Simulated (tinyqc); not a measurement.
## Reverse leakage of an n+-p junction: diffusion, generation, trap-assisted and band-to-band tunnelling: leakage components against the temperature

One-sided abrupt junction in the depletion approximation, x from the junction (0) to W on the p side, field F = F0 (1 - x/W). Flat quasi-Fermi levels, long p side. Traps generate through SRH with both lifetimes shortened by 1 + Gamma (Hurkx enhancement, form for moderate fields); band-to-band generation is local and needs a total bending above Eg.

Nc and Nv are given at 358 K and scale as (T/358 K)^1.5; all else is held fixed. ni = sqrt(Nc Nv) exp(-Eg/(2 Vt)), Eg in volts; Vbi = Vt ln(Na Nd/ni^2); W = sqrt(2 eps0 eps_r (Vbi + VR)/(q Na)); F0 = 2 (Vbi + VR)/W; FG = sqrt(24 mt m0 (kB T)^3)/(q hbar); J_diff = q ni^2 sqrt(Dn/tau)(1 - exp(-VR/Vt))/Na. u = (Vbi + VR)(1 - x/W)^2, p = Na exp(-u/Vt), n = Nd exp((u - Vbi - VR)/Vt); G0 = ni^2 (1 - exp(-VR/Vt))/(tau (n + p + 2 ni cosh(Et/Vt))); Gamma = 2 sqrt(3 pi)(F/FG) exp((F/FG)^2); trap-assisted part G0 Gamma; G_bb = Ab F^2.5 exp(-Bb/F) with F in V/cm, zero unless Vbi + VR > Eg. Currents are q times the integrals over 0 to W; J_bb under 1e-8 of J is printed as 0; rows with F0/FG above 2.2, beyond the range of this Gamma, are left out.

Values chosen for this exercise; band and dielectric values close to those of silicon:
- Eg = 1.13 eV (band gap)
- eps_r = 11.5 (relative permittivity)
- Nc = 3.66e19 cm^-3 (conduction-band density of states at the reference temperature)
- Nv = 3.49e19 cm^-3 (valence-band density of states at the reference temperature)
- Na = 1.2e16 cm^-3 (acceptor density of the lighter side)
- Nd = 1e20 cm^-3 (donor density of the heavier side)
- tau = 8e-6 s (SRH lifetime of both carriers at zero field)
- Et = 0 eV (trap level above the intrinsic level)
- mt = 0.24 m0 (tunnelling mass)
- Dn = 25 cm^2/s (electron diffusion coefficient on the lighter side)
- Ab = 7.8e14 cm^-0.5 V^-2.5 s^-1 (band-to-band prefactor)
- Bb = 1.92e7 V/cm (band-to-band field constant)
- VR = 0.7 V (reverse bias)

Constants: q = 1.602176634e-19 C, kB = 1.380649e-23 J/K, hbar = 1.054571817e-34 J s, m0 = 9.1093837015e-31 kg, Vt = kB T/q, eps0 = 8.8541878128e-14 F/cm where lengths are in cm. Results are converted to the units shown.

The same in every row: J_bb (A/cm^2) = 0.

Results:
```
T (K)  F0 (kV/cm)  F0/FG  J_diff (A/cm^2)  J_SRH (A/cm^2)  J_TAT (A/cm^2)  J (A/cm^2)              largest part
220          80.7  0.356         9.09e-20        2.72e-13        4.09e-13    6.81e-13  trap-assisted tunnelling
250          80.2  0.292         1.70e-16        1.20e-11        1.44e-11    2.64e-11  trap-assisted tunnelling
280          79.6  0.244         6.61e-14        2.43e-10        2.38e-10    4.80e-10            SRH generation
340          78.5  0.180         4.59e-10         2.13e-8         1.48e-8     3.66e-8            SRH generation
370          77.8  0.157          1.35e-8         1.19e-7         7.06e-8     2.03e-7            SRH generation
400          77.2  0.139          2.43e-7         5.21e-7         2.67e-7     1.03e-6            SRH generation
430          76.5  0.123          2.98e-6         1.88e-6         8.42e-7     5.70e-6                 diffusion
```

Estimate the missing row, T = 310 K.

Computed row:
```
T (K)  F0 (kV/cm)  F0/FG  J_diff (A/cm^2)  J_SRH (A/cm^2)  J_TAT (A/cm^2)  J (A/cm^2)    largest part
310          79.1  0.208         8.33e-12         2.80e-9         2.29e-9     5.09e-9  SRH generation
```

With this row back in the table: J rises from 6.81e-13 to 5.70e-6 A/cm^2. Trap-assisted tunnelling leads at T = 220, SRH generation from 280, diffusion from 430 on. Activation energies over the table: 1.21 eV for diffusion (Eg = 1.13 eV, raised by the T^3 of ni^2), 0.611 eV for SRH generation (Eg/2 + |Et| = 0.565 eV), 0.564 eV for the trap-assisted part, lower since Gamma grows on cooling; the total shows 0.578 eV at the cold end and 0.845 eV at the hot end.

Range of the model: The n+ side is degenerate, so Vbi from Boltzmann statistics is only a guide.

tinyqc, about 0.01 s, one thread, Intel Xeon 2.30GHz (shared host): `OMP_NUM_THREADS=1 python tinyqc.py 2290024 2290025 out.jsonl`
